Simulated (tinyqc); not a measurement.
What each parameter does: three-band tight binding of a dichalcogenide monolayer.

Basis dz2, dxy, dx2-y2 on a triangular lattice, nearest neighbours; alpha = kx a/2, beta = sqrt3 ky a/2. h0 = e1 + 2 t0 (cos 2alpha + 2 cos alpha cos beta); h1 = -2 sqrt3 t2 sin alpha sin beta + 2i t1 (sin 2alpha + sin alpha cos beta); h2 = 2 t2 (cos 2alpha - cos alpha cos beta) + 2i sqrt3 t1 cos alpha sin beta; h11 = e2 + 2 t11 cos 2alpha + (t11 + 3 t22) cos alpha cos beta; h22 = e2 + 2 t22 cos 2alpha + (3 t11 + t22) cos alpha cos beta; h12 = sqrt3 (t22 - t11) sin alpha sin beta + 4i t12 sin alpha (cos alpha - cos beta) + i lam sz. H = [[h0, h1, h2], [., h11, h12], [., ., h22]], Hermitian; the lowest band of each spin is filled. K = (4 pi/3a, 0), M = (pi/a, pi/(sqrt3 a)).

Constants: hbar^2/2m0 = 3.80998211 eV angstrom^2.

Inputs chosen for the exercise (near a published set for monolayer WS2; not measured data):
- a = 3.19 angstrom (lattice constant)
- e1 = 1.132 eV (level of dz2)
- e2 = 2.274 eV (level of dxy and dx2-y2)
- t0 = -0.21 eV (hopping)
- t1 = 0.575 eV (hopping)
- t2 = 0.535 eV (hopping)
- t11 = 0.285 eV (hopping)
- t12 = 0.378 eV (hopping)
- t22 = -0.062 eV (hopping)
- lam = 0.215 eV (spin-orbit constant)

Spin up: gap at K, Ev(K) - Ev(Gamma), and masses at K by central differences along kx with step 0.002 1/angstrom, c = hbar^2/2m0. Each row changes one parameter from the base and keeps the others.

Results:
```
case             gap at K (eV)  K - Gamma (eV)  m_c (m0)  m_v (m0)
base                    1.5716          0.3184     0.270     0.341
t2 = 0.505 eV           1.5716          0.3184     0.289     0.379
t1 = 0.545 eV           1.5716          0.3184     0.286     0.362
t11 = 0.315 eV          1.6166          0.2734     0.280     0.356
t12 = 0.408 eV          1.7275          0.1625     0.301     0.412
t22 = -0.092 eV         1.5266          0.3634     0.261     0.321
e1 = 1.102 eV           1.5416          0.3484     0.264     0.332
```

The largest shifts from the base row, up to three for each result and ties (the steps differ in size, so this ranks the rows, not the parameters). gap at K (eV): t12 +0.1559, t22 -0.0450, t11 +0.0450; unchanged at the printed digits by t2 and t1. K - Gamma (eV): t12 -0.1559, t22 +0.0450, t11 -0.0450; unchanged at the printed digits by t2 and t1. m_c (m0): t12 +0.030, t2 +0.019, t1 +0.016. m_v (m0): t12 +0.071, t2 +0.038, t1 +0.021. t2 and t1 couple dz2 to the other orbitals and vanish at K and Gamma, so only the masses feel them.

(tinyqc, `OMP_NUM_THREADS=1 python tinyqc.py 1480271 1480272 out.jsonl`, Intel(R) Xeon(R) Processor @ 2.30GHz, 1 thread, shared host, about 0.02 s.)
